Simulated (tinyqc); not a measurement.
From results back to parameters: k.p values derived from sp3s* tight binding at Gamma. Four cases, with inputs chosen for the exercise.

Problem. The electron mass obeys m0/m = A + Ep/EG, where A gathers the direct term and the higher bands, and Ep = P^2/c with c = hbar^2/2m0, P = (a/4)(sa pc Vsapc + sc pa Vscpa). The mass comes from a hidden Vscpa (s cation, p anion); sa, sc are the anion and cation parts of S+, the upper s level at Gamma, and pa, pc those of P-, the lower p level (P+ is the upper one).

Constants: hbar^2/2m0 = 3.80998211 eV angstrom^2.

Find: Ep; Vscpa.

Method. Ep = (m0/m - A) EG gives |P|; both terms of P have the sign of sc pa, and the linear relation gives Vscpa. A is held fixed, though its part from P+ also depends on Vscpa.

Case 1.

Values chosen (out of a larger set: near a published set for InAs, fitted to gaps, whose masses and valley positions are rough; not measured data): a = 6.059 angstrom (lattice constant); Vsapc = 3.028 eV (s anion, p cation).

m = 0.0319001 m0
A = -1.52596
EG = 0.443524 eV

sa, sc, pa, pc: 0.490376  -0.871511  0.896362  -0.443322

Solution.

Ep = 14.58 eV
Vscpa = 5.46 eV

Case 2.

Values chosen (out of a larger set: near a published set for InP, fitted to gaps, whose masses and valley positions are rough; not measured data): a = 5.871 angstrom (lattice constant); Vsapc = 2.233 eV (s anion, p cation).

m = 0.1192756 m0
A = -1.46214
EG = 1.391486 eV

sa, sc, pa, pc: 0.474027  -0.880510  0.906548  -0.422102

Solution.

Ep = 13.70 eV
Vscpa = 5.61 eV

Case 3.

Values chosen (out of a larger set: near a published set for GaSb, fitted to gaps, whose masses and valley positions are rough; not measured data): a = 6.093 angstrom (lattice constant); Vsapc = 4.98 eV (s anion, p cation).

m = 0.0672093 m0
A = -1.97330
EG = 0.802647 eV

sa, sc, pa, pc: 0.605183  -0.796086  0.880035  -0.474909

Solution.

Ep = 13.53 eV
Vscpa = 4.68 eV

Case 4.

Values chosen (out of a larger set: near a published set for GaAs, fitted to gaps, whose masses and valley positions are rough; not measured data): a = 5.658 angstrom (lattice constant); Vsapc = 4.47 eV (s anion, p cation).

m = 0.1248697 m0
A = -1.56250
EG = 1.610756 eV

sa, sc, pa, pc: 0.546615  -0.837384  0.881813  -0.471599

Solution.

Ep = 15.42 eV
Vscpa = 5.78 eV

Computed by tinyqc, one run a case: `OMP_NUM_THREADS=1 python tinyqc.py N N+1 out.jsonl` with N = 1482744, 1482802, 1482871, 1482881; one thread of a shared Intel(R) Xeon(R) Processor @ 2.30GHz, about 0.01 s a run at most.
